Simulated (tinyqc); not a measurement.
# Biaxially strained (001) channel, valley splitting in an inversion layer: effect of the confining field

A thin layer grown on a relaxed buffer is stretched in the plane. The two valleys with their long axis along the growth direction (D2) sink against the four in-plane ones (D4); confinement in a triangular well splits them too. Only the lowest subband of each set is kept; one relaxation time, so the weakening of intervalley scattering is left out.

e_par = b1 x, e_perp = -2 (c12/c11) e_par, splitting D = Xu (e_par - e_perp), in-plane stress (c11 + c12 - 2 c12^2/c11) e_par. Levels E(m) = 2.33811 (hbar^2 q^2 F^2/(2 m))^(1/3): E2 = E(ml), E4 = E(mt) + D; N2 = 2 mt kB T/(pi hbar^2), N4 = 4 sqrt(mt ml) kB T/(pi hbar^2). EF solves Ns = N2 ln(1 + exp((EF - E2)/Vt)) + N4 ln(1 + exp((EF - E4)/Vt)); f2 is the share in D2, and 1/mc = f2/mt + (1 - f2)(1/mt + 1/ml)/2. The gain is mc(x = 0)/mc.

Values chosen for this exercise; values close to those of silicon on relaxed silicon-germanium:
- T = 300 K (temperature)
- x = 0.27 (germanium share of the relaxed buffer)
- b1 = 0.0418 (lattice mismatch per unit x)
- c11 = 169 GPa (elastic constant)
- c12 = 65.1 GPa (elastic constant)
- Xu = 9.12 eV (shear deformation potential)
- ml = 0.895 m0 (longitudinal mass)
- mt = 0.194 m0 (transverse mass)
- Ns = 3.9e12 cm^-2 (inversion density)

Constants: q = 1.602176634e-19 C, kB = 1.380649e-23 J/K, hbar = 1.054571817e-34 J s, m0 = 9.1093837015e-31 kg, Vt = kB T/q, hbar^2/(2 m0) = 0.0380998212 eV nm^2. Results are converted to the units shown.

The same in every row: D (meV) = 182.2.

Result of one run:

| f2 without strain | f2 | mc (m0) | gain |
|---|---|---|---|
| 0.7416 | 0.9996 | 0.1940 | 1.112 |

Which confining field F gave this result: 0.5, 0.7, 0.9, 1.1 or 1.3 MV/cm?

F = 0.5 MV/cm.

The whole series:

| F (MV/cm) | f2 without strain | f2 | mc (m0) | gain |
|---|---|---|---|---|
| 0.1 | 0.3580 | 0.9977 | 0.1942 | 1.335 |
| 0.3 | 0.5821 | 0.9992 | 0.1941 | 1.195 |
| 0.5 | 0.7416 | 0.9996 | 0.1940 | 1.112 |
| 0.7 | 0.8462 | 0.9998 | 0.1940 | 1.064 |
| 0.9 | 0.9101 | 0.9999 | 0.1940 | 1.036 |
| 1.1 | 0.9475 | 1.000 | 0.1940 | 1.021 |
| 1.3 | 0.9692 | 1.000 | 0.1940 | 1.012 |
| 1.5 | 0.9816 | 1.000 | 0.1940 | 1.007 |

As F goes from 0.1 to 1.5 MV/cm, f2 stays near 1.00 (without strain: it rises from 0.358 to 0.982) and the gain falls from 1.33 to 1.01. Strong confinement already empties D4, so strain has less to move. For F = 0.1 to 0.3 MV/cm the second D2 subband, left out here, lies within 2 Vt of EF or below it.

tinyqc, about 0.01 s, one thread, Intel Xeon 2.30GHz (shared host): `OMP_NUM_THREADS=1 python tinyqc.py 2530161 2530162 out.jsonl`
